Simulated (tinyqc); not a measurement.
# Surface potential of a MOS transistor: implicit equation and explicit approximations, step by step

Computed by the program tinyqc: `OMP_NUM_THREADS=1 python tinyqc.py 2122143 2122144 out.jsonl`, one thread of a shared Intel Xeon 2.30GHz, about 0.01 s for the whole run. Printed values are rounded.

p-type body, charge-sheet picture, depletion and inversion only, full ionisation (an idealisation for deep acceptors), Boltzmann statistics (rough once Na exp(x - xn) passes about Nc/7). In units of Vt: xg = (Vg - Vfb)/Vt, x = psi/Vt, G = gamma/sqrt(Vt), xn = (2 phiF + Vc)/Vt. The implicit equation is (xg - x)^2 = G^2 [x - 1 + exp(x - xn)] for x above about 3. Cox = eps0 eox/tox.

Values chosen for this exercise; band and dielectric values close to those of silicon:
- T = 400 K (temperature)
- Eg = 1.11 eV (band gap)
- eps_r = 11.9 (relative permittivity)
- Nc = 4.31e19 cm^-3 (conduction-band density of states at T)
- Nv = 4e19 cm^-3 (valence-band density of states at T)
- eox = 3.9 (relative permittivity of the gate insulator (close to silicon dioxide))
- tox = 13 nm (insulator thickness)
- Na = 6.4e17 cm^-3 (acceptor density)
- Vfb = -0.77 V (flat-band voltage)
- Vc = 0 V (channel-body voltage)
- Vg = 2.02 V (gate-body voltage)

Constants: q = 1.602176634e-19 C, kB = 1.380649e-23 J/K, Vt = kB T/q, eps0 = 8.8541878128e-14 F/cm where lengths are in cm. Results are converted to the units shown.

## Scales

ni = sqrt(Nc Nv) exp(-Eg/(2 Vt)), Eg in volts; phiF = Vt ln(Na/ni); gamma = sqrt(2 q eps0 eps_r Na)/Cox; VT = Vfb + Vt (xn + G sqrt(xn - 1)).

phiF = 0.4111771 V
gamma = 1.750000 V^0.5
G = 9.425873
xn = 23.85756
VT = 1.605705 V
xg = 80.94151

## Explicit approximation

Depletion value a = 1 + [sqrt(G^2/4 + xg - 1) - G/2]^2; inversion value b = xn + ln[(xg - xn)^2/G^2 - xn + 1] and first guess y = min(a, b) - ln(1 + exp(-|a - b|)) if a > xn + 1, else b = y = a; one second-order correction with D = exp(y - xn), p = 2 (xg - y) + G^2 (1 + D), w = (xg - y)^2 - G^2 (y - 1 + D): z = y + 2 w/(p + sqrt(p^2 - 2 (2 - G^2 D) w)), or the Newton step z = y + w/p where the root is not real.

a = 30.09690
b = 26.48358
y = 26.45698
p = 1393.332
w = -488.7297
z = 26.02705

The root of the implicit equation is x = 26.0416; y misses it by 0.42 and z by -0.015, in units of Vt.

## Starting value

x = y rounded to two decimals.

x at the start = 26.46

## Iteration 1: new x

D = exp(x - xn), f = (xg - x)^2 - G^2 (x - 1 + D), f' = -2 (xg - x) - G^2 (1 + D), x(new) = x - f/f'.

D = 13.49661
f = -492.9464
f' = -1396.945
x after iteration 1 = 26.10713

## Iteration 2: new x

As before.

D = 9.483602
f = -66.47532
f' = -1041.106
x after iteration 2 = 26.04327

## Course of the iteration

Stop when the step is below 1e-11, or after 60 iterations.

Course of the iteration:
```
iteration  x before the step       step
1                      26.46     -0.353
2                   26.10713    -0.0639
3                   26.04327   -1.70e-3
4                   26.04158   -1.15e-6
5                   26.04158  -5.22e-13
```

Converged in 5 iterations.

## Potential, charges and gate control

converged x = 26.04158

psi = Vt x; N_dep = Cox Vt G sqrt(x - 1)/q; N_inv = (Cox Vt G/q) [sqrt(x - 1 + exp(x - xn)) - sqrt(x - 1)]; dpsi/dVg = 1/[1 + G^2 (1 + exp(x - xn))/(2 (xg - x))].

psi = 0.8976358 V
N_dep = 2.695535e12 cm^-2
N_inv = 4.4183e11 cm^-2
dpsi/dVg = 0.1111584

psi lies 2.2 Vt above 2 phiF + Vc.
